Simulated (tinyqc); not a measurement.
# Double-gate transistor, scale length and short-channel effects: effects of single changes

A body of thickness ts between two insulators of thickness ti and two tied gates. Below threshold the potential that source and drain add obeys Laplace's equation and vanishes on the gate. Its lowest mode decays along the channel as exp(-k y); k is the smallest positive root of the matching condition at the interface, and the scale length is Lambda = pi/k.

Values chosen for this exercise; permittivities: semiconductor close to that of silicon, insulator close to that of aluminium oxide:
```
symbol,value,unit,meaning
T,350,K,temperature
eps_r,11.5,,relative permittivity of the semiconductor
ei,8.65,,relative permittivity of the insulator
ti,3,nm,insulator thickness
ts,6.3,nm,body thickness
L,36,nm,channel length
Vbi,0.99,V,potential of the source
sT,0.47,V,potential of the barrier top at threshold
Vds,0.5,V,drain voltage
```

Constants: q = 1.602176634e-19 C, kB = 1.380649e-23 J/K, Vt = kB T/q. Results are converted to the units shown.

Each table varies one quantity; the others keep the values above.

## A higher permittivity at fixed equivalent oxide thickness

k is the smallest positive root of f(k) = ei cos(k ti) cos(k ts/2) - eps_r sin(k ti) sin(k ts/2). Along the channel psi(y) = s + a exp(y/l) + b exp(-y/l) with psi(0) = Vbi, psi(L) = Vbi + Vds and l = 1/k = Lambda/pi; with A = Vbi - s, B = A + Vds, x = exp(-L/l): a = (B - A x) x/(1 - x^2), b = (A - B x)/(1 - x^2). The minimum is s + 2 sqrt(a b), at y = (l/2) ln(b/a). The long-channel potential follows the gate as s = sT + (Vg - VTL)/m, and the threshold VT is the gate voltage at which the minimum equals sT. Swing = m Vt ln 10/g at threshold, g = d(minimum)/ds = 1 - (b x + a)/((1 + x) sqrt(a b)). DIBL = [VT(0.05 V) - VT(Vds)]/(Vds - 0.05 V). sT and Vbi are held fixed; m = 1. The equivalent oxide thickness 3.9 ti/ei is held at 1.4 nm, so ti = 1.4 ei/3.9 nm.

A higher permittivity at fixed equivalent oxide thickness:
```
ei   ti (nm)  Lambda (nm)  L/Lambda  DIBL (mV/V)  swing (mV/decade)
3.9    1.400        12.94     2.781        10.67              71.35
5      1.795        13.07     2.754        11.16              71.44
7.5    2.692        13.50     2.667        12.85              71.74
10     3.590        14.10     2.553        15.50              72.21
15     5.385        15.86     2.270        24.78              73.83
20     7.179        18.23     1.974        41.05              76.66
25     8.974        21.03     1.712        65.59              80.85
35     12.56        27.28     1.320        140.6              93.37
```

Read the table: what changes, and by how much?

As ei goes from 3.9 to 35, Lambda rises from 12.9 to 27.3 nm, DIBL rises from 10.7 to 141 mV/V and the swing rises from 71.4 to 93.4 mV a decade. The ratio ei/ti is the same in every row, yet the insulator grows from 1.40 to 12.6 nm, and drain fields reach the channel sideways through it. At ei = 35 L is under 1.5 Lambda, where higher modes, left out of the one-mode potential, count.

## Effect of the insulator thickness

Same model as above.

Effect of the insulator thickness:
```
ti (nm)  Lambda (nm)  L/Lambda  VT - VTL at Vds (mV)  DIBL (mV/V)  swing (mV/decade)
1              8.880     4.054                -2.508        1.408              69.70
1.3            9.614     3.745                -4.087        2.295              69.86
1.7            10.57     3.407                -6.975        3.919              70.15
2.2            11.72     3.070                -11.92        6.703              70.65
2.8            13.08     2.753                -19.84        11.18              71.44
3.7            15.05     2.392                -35.75        20.20              73.03
4.8            17.40     2.069                -61.41        34.86              75.59
```

What does the table show?

As ti goes from 1 to 4.8 nm, Lambda rises from 8.88 to 17.4 nm, DIBL rises from 1.41 to 34.9 mV/V and the swing rises from 69.7 to 75.6 mV a decade. On average Lambda goes as ti^(0.43).

## Effect of the drain voltage

Same model as above.

The same in every row: Lambda (nm) = 13.521; L/Lambda = 2.6626.

Results:
```
Vds (V)  VT - VTL at Vds (mV)  DIBL (mV/V)  swing (mV/decade)
0.2                   -19.269       14.203             71.662
0.35                  -21.194       13.518             71.704
0.5                   -22.965       12.947             71.755
0.65                  -24.614       12.459             71.810
0.95                  -27.635       11.662             71.926
1.1                   -29.034       11.329             71.985
```

Estimate the missing row, Vds = 0.8 V.

Computed row:
```
Vds (V)  VT - VTL at Vds (mV)  DIBL (mV/V)  swing (mV/decade)
0.8                   -26.165       12.036             71.868
```

With this row back in the table: As Vds goes from 0.2 to 1.1 V, Lambda stays at 13.5 nm, DIBL falls from 14.2 to 11.3 mV/V and the swing stays near 71.8 mV a decade.

Computed by the program tinyqc: `OMP_NUM_THREADS=1 python tinyqc.py 2420047 2420048 out.jsonl`, one thread of a shared Intel Xeon 2.30GHz, about 0.01 s for the whole run.
